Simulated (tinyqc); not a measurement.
Worked calculation: trap-assisted generation and recombination current of an abrupt junction. Computed by tinyqc, a small Python program that keeps every step. Command: `OMP_NUM_THREADS=1 python tinyqc.py 3011730 3011731 out.jsonl junctionleak walk`. One thread of a shared host (Intel(R) Xeon(R) Processor @ 2.30GHz), about 0.01 s of CPU time with the checks. Intermediate numbers are printed to about 6 digits and carried at full precision; extremes and crossings named in words are read from the listed rows.

Depletion approximation, flat quasi-Fermi levels across the depleted layer, long neutral regions with minority lifetimes tau_n and tau_p, full ionisation and Boltzmann statistics. Voltages in exponents stand for e V.

Inputs (values chosen for the exercise, with bands and screening modelled on InP):

| quantity | value | unit |
|---|---|---|
| gap E_g | 1.34 | eV |
| electron mass m_e | 0.0801 | m_0 |
| valleys M_c | 1 | - |
| hole mass m_h | 0.585 | m_0 |
| dielectric constant eps | 12.8 | - |
| acceptor density N_A | 3.3e+16 | cm^-3 |
| donor density N_D | 6.7e+18 | cm^-3 |
| capture time tau_n | 3.2e-08 | s |
| capture time tau_p | 2.6e-05 | s |
| trap level E_t - E_i | 0 | eV |
| electron diffusion coefficient D_n | 6.6 | cm^2/s |
| hole diffusion coefficient D_p | 5.1 | cm^2/s |
| forward bias V | 0.64 | V |
| reverse bias V_r | 1.4 | V |
| temperature T | 300 | K |
| tunnelling mass m_t | 0.2 | m_0 |

Field enhancement: Hurkx tunnelling factor.

Constants: k_B = 8.617333262e-05 eV/K; m_0 = 9.1093837015e-31 kg; k_B = 1.380649e-23 J/K; h = 6.62607015e-34 J s; e = 1.602176634e-19 C; eps_0 = 8.8541878128e-12 F/m; hbar = 1.054571817e-34 J s.

## Built-in voltage and diffusion current

N_c = 2 M_c (2 pi m_e k_B T/h^2)^(3/2) and N_v = 2 (2 pi m_h k_B T/h^2)^(3/2), masses in units of m_0. n_i = sqrt(N_c N_v) exp(-E_g/2 k_B T); V_bi = (k_B T/e) ln(N_A N_D/n_i^2); diffusion saturation current J_d0 = e n_i^2 [sqrt(D_n/tau_n)/N_A + sqrt(D_p/tau_p)/N_D].

k_B T = 0.0258520 eV

n_i = 1.40333e+07 cm^-3

V_bi = 1.25305 V

J_d0 = 1.37334e-17 A/cm^2

Caution: one side is doped near or above its effective density of states, so Boltzmann statistics understate V_bi.

## Depleted layer under reverse bias

W = sqrt(2 eps eps_0 (V_bi - V)(1/N_A + 1/N_D)/e), x_p = W N_D/(N_A + N_D), x_n = W - x_p, peak field F_m = 2 (V_bi - V)/W; reverse bias means V = -V_r.

W = 338.082 nm

x_p = 336.425 nm

x_n = 1.65702 nm

peak field F_m = 156947 V/cm

## Field enhancement at the peak field

Both capture times are divided by 1 + Gamma, Gamma = 2 sqrt(3 pi) (F/F_G) exp((F/F_G)^2), F_G = sqrt(24 m_t (k_B T)^3)/(e hbar) (the low-field Hurkx form), F being the local field, linear in x from 0 at the edges to F_m.

F_G = 329902 V/cm

Gamma at F_m = 3.66291

## Generation across the layer

Potential from the p edge: phi = (V_bi - V) x^2/(x_p W) on the p side and (V_bi - V)[1 - (W - x)^2/(x_n W)] on the n side; p = N_A exp(-phi/k_B T), n = n_i^2 exp(V/k_B T)/p; U = (n p - n_i^2)/[tau_p (n + n_i exp(dE/k_B T)) + tau_n (p + n_i exp(-dE/k_B T))], dE = E_t - E_i, n1 = n_i exp(dE/k_B T), p1 = n_i exp(-dE/k_B T); J_t = e int U dx by the trapezoid rule on 400 intervals on each side.

Profile under reverse bias:

| x (nm) | F (V/cm) | n (cm^-3) | p (cm^-3) | generation -U (cm^-3 s^-1) |
|---|---|---|---|---|
| 16.821 | 7847 | 2.33193e-26 | 2.55645e+16 | 2.75909e+05 |
| 50.464 | 23542 | 1.79776e-25 | 3.31605e+15 | 2.67316e+06 |
| 100.927 | 47084 | 1.77178e-22 | 3.36467e+12 | 3.45311e+09 |
| 168.212 | 78474 | 2.21073e-15 | 2.69660e+05 | 1.37220e+12 |
| 235.497 | 109863 | 9.74376e-05 | 6.11823e-06 | 1.77061e+12 |
| 302.782 | 141252 | 1.51698e+10 | 3.92982e-20 | 2.07411e+09 |
| 336.425 | 156947 | 4.05164e+18 | 1.47137e-28 | 8.71707e+00 |
| 336.918 | 110255 | 5.22723e+18 | 1.14046e-28 | 4.77378e+00 |
| 337.580 | 47477 | 6.39861e+18 | 9.31680e-29 | 2.25160e+00 |
| 337.995 | 8240 | 6.69072e+18 | 8.91004e-29 | 1.30578e+00 |

## Reverse current

Generation lifetime tau_g = tau_p exp(dE/k_B T) + tau_n exp(-dE/k_B T); textbook estimate e n_i W/tau_g; generation current J_g = -J_t; total = J_g + J_d0 (1 - exp(-V_r/k_B T)).

generation current = 4.19341e-12 A/cm^2

tau_g = 2.60320e-05 s

estimate e n_i W/tau_g = 2.92000e-12 A/cm^2

total reverse current = 4.19342e-12 A/cm^2

The integral is 1.44 times the estimate, through the field enhancement. Generation carries 100.0 % of the reverse current.

## Forward current and ideality

Total J = J_t + J_d0 (exp(V/k_B T) - 1); ideality n = (e/k_B T) dV/d ln J, central difference of 1 mV.

recombination current in the layer = 1.10292e-06 A/cm^2

total forward current = 1.87793e-06 A/cm^2

ideality factor = 1.38324

## Which current rules in forward bias

J_d = J_d0 (exp(V/k_B T) - 1). Ideality n = (e/k_B T) dV/d ln J, central difference of 1 mV. The rows stop just below the bias where n = 0.1 p or tau_p n = 0.1 tau_n p at the p edge, or the like at the n edge.

Forward characteristic:

| V (V) | J_t (A/cm^2) | J_d (A/cm^2) | ideality of J_t | ideality of the sum |
|---|---|---|---|---|
| 0.18 | 9.27707e-11 | 1.44955e-14 | 1.64534 | 1.64517 |
| 0.28 | 8.06030e-10 | 6.94322e-13 | 1.89316 | 1.89171 |
| 0.38 | 5.99921e-09 | 3.32273e-11 | 1.94378 | 1.93372 |
| 0.48 | 4.39093e-08 | 1.59009e-09 | 1.93891 | 1.87730 |
| 0.58 | 3.26219e-07 | 7.60936e-08 | 1.91610 | 1.63312 |
| 0.68 | 2.50847e-06 | 3.64145e-06 | 1.87219 | 1.23460 |
| 0.78 | 2.05599e-05 | 1.74261e-04 | 1.80423 | 1.04937 |
| 0.88 | 1.73485e-04 | 8.33923e-03 | 1.92542 | 1.00989 |

Diffusion overtakes recombination between 0.58 and 0.68 V, and the ideality of the sum goes from 1.65 to 1.01, with a maximum of 1.93 at 0.38 V. The ideality of J_t alone lies between 1.65 and 1.94; it stays below 2 because the zone where n and p are alike widens as the field falls, and at the lowest bias the terms in n1 and p1 lower it too.

## Leakage against temperature

The gap, capture times and diffusion coefficients are held fixed. J_g = -J_t at V = -V_r. The last column is -k_B d ln(J_g + J_d0)/d(1/T) from this row and the one above.

Reverse current:

| T (K) | generation (A/cm^2) | diffusion (A/cm^2) | activation energy (eV) |
|---|---|---|---|
| 240 | 6.12284e-15 | 1.65689e-23 | - |
| 270 | 2.27004e-13 | 3.15705e-20 | 0.672493 |
| 300 | 4.19341e-12 | 1.37334e-17 | 0.678530 |
| 340 | 9.47606e-11 | 8.89618e-15 | 0.685140 |
| 380 | 1.14178e-09 | 1.53082e-12 | 0.693132 |
| 420 | 8.76881e-09 | 1.01830e-10 | 0.704448 |
| 480 | 1.02702e-07 | 1.55512e-08 | 0.749939 |

The activation energy goes from 0.672 to 0.750 eV. Generation alone gives about E_g/2 + dE if tau_p exp(dE/k_B T) exceeds tau_n exp(-dE/k_B T), else E_g/2 - dE, here 0.670 eV, plus 1.5 k_B T, less where tunnelling helps, and diffusion E_g = 1.34 eV plus 3 k_B T; generation rules in every row.

Checks made by the program: the integral with twice the points (relative difference below 1e-10); the forward integral with twice the points (relative difference 1e-08).
